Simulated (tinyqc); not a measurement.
Inputs raised by 2 %, one at a time: shallow acceptor in the spherical model (Baldereschi-Lipari), strong spin-orbit limit. Computed by tinyqc, a small Python program. Command: `OMP_NUM_THREADS=1 python tinyqc.py 3009580 3009581 out.jsonl acceptor sens`. One thread of a shared host (Intel(R) Xeon(R) Processor @ 2.30GHz), about 0.03 s of CPU time with the checks.

The 1S(3/2) state has an s envelope f(r) and a d envelope g(r). In effective units they obey -(f'' + 2f'/r + 2f/r) + mu (g'' + 5g'/r + 3g/r^2) = E f and -(g'' + 2g'/r - 6g/r^2 + 2g/r) + mu (f'' - f'/r) = E g. The cubic term, the split-off band and the central cell are left out.

Inputs (values chosen for the exercise, modelled on CdTe):
```
quantity                 value  unit
Luttinger gamma_1         4.22     -
Luttinger gamma_2         1.13     -
Luttinger gamma_3          1.6     -
dielectric constant eps   10.4     -
```

Constants: Ry = 13.605693123 eV; a_0 = 0.529177210903 angstrom.

Method:
- Ry* = Ry/(gamma_1 eps^2), a* = a_0 eps gamma_1, mu = (6 gamma_3 + 4 gamma_2)/(5 gamma_1), delta = (gamma_3 - gamma_2)/gamma_1; spherical masses 1/(gamma_1 (1 - mu)) (heavy) and 1/(gamma_1 (1 + mu)) (light).
- Basis: f_i = exp(-zeta_i r), g_i = r exp(-zeta_i r), weight r^2 dr, s = zeta_i + zeta_j. S_ff = 2/s^3, H_ff = zeta_i zeta_j S_ff - 2/s^2; S_gg = 24/s^5, H_gg = 8/s^3 + 24 zeta_i zeta_j/s^5 - 12/s^4; H(f_i, g_j) = mu (6 zeta_i^2/s^4 + 2 zeta_i/s^3); S_fg = 0. Each function is normalised by sqrt(S_ii).
- Large basis: zeta_i = 0.08 x 1.55^(i-1), i = 1..20 in each channel; overlap eigenvalues below 1e-11 are dropped.
- Binding energies are -E Ry*; the mass that fits is E(1S) eps^2/Ry.

Runs; columns: (1) input moved; (2) from; (3) to; (4) 1S(3/2) binding energy (meV); (5) 2S(3/2) binding energy (meV); (6) d weight of 1S(3/2); (7) heavy-hole mass (m_0):
```
(1)                       (2)     (3)     (4)     (5)      (6)      (7)
base run                    -       -  51.389  14.876  0.20262  0.71633
Luttinger gamma_1        4.22  4.3044  48.945  14.116  0.19424  0.67549
Luttinger gamma_2        1.13  1.1526  51.894  15.041  0.20541  0.72573
Luttinger gamma_3         1.6   1.632  52.478  15.231  0.20856  0.73659
dielectric constant eps  10.4  10.608  49.394  14.299  0.20262  0.71633
```

Exponents ln(y'/y) / ln(x'/x):
```
input                    1S(3/2) binding energy  2S(3/2) binding energy  d weight of 1S(3/2)  heavy-hole mass
Luttinger gamma_1                        -2.460                  -2.650               -2.133           -2.964
Luttinger gamma_2                         0.494                   0.555                0.689            0.658
Luttinger gamma_3                         1.059                   1.190                1.458            1.409
dielectric constant eps                  -2.000                  -2.000                0.000            0.000
```

Among the inputs moved here: 1S(3/2) binding energy answers most in size to Luttinger gamma_1 (exponent -2.460), next to dielectric constant eps (-2.000). Its exponent -2.000 in dielectric constant eps: Ry* scales as 1/eps^2. 2S(3/2) binding energy answers most in size to Luttinger gamma_1 (exponent -2.650), next to dielectric constant eps (-2.000). Its exponent -2.000 in dielectric constant eps: Ry* scales as 1/eps^2. d weight of 1S(3/2) answers most in size to Luttinger gamma_1 (exponent -2.133), next to Luttinger gamma_3 (+1.458); its exponent is below 0.0005 for dielectric constant eps. Heavy-hole mass answers most in size to Luttinger gamma_1 (exponent -2.964), next to Luttinger gamma_3 (+1.409); its exponent is below 0.0005 for dielectric constant eps.
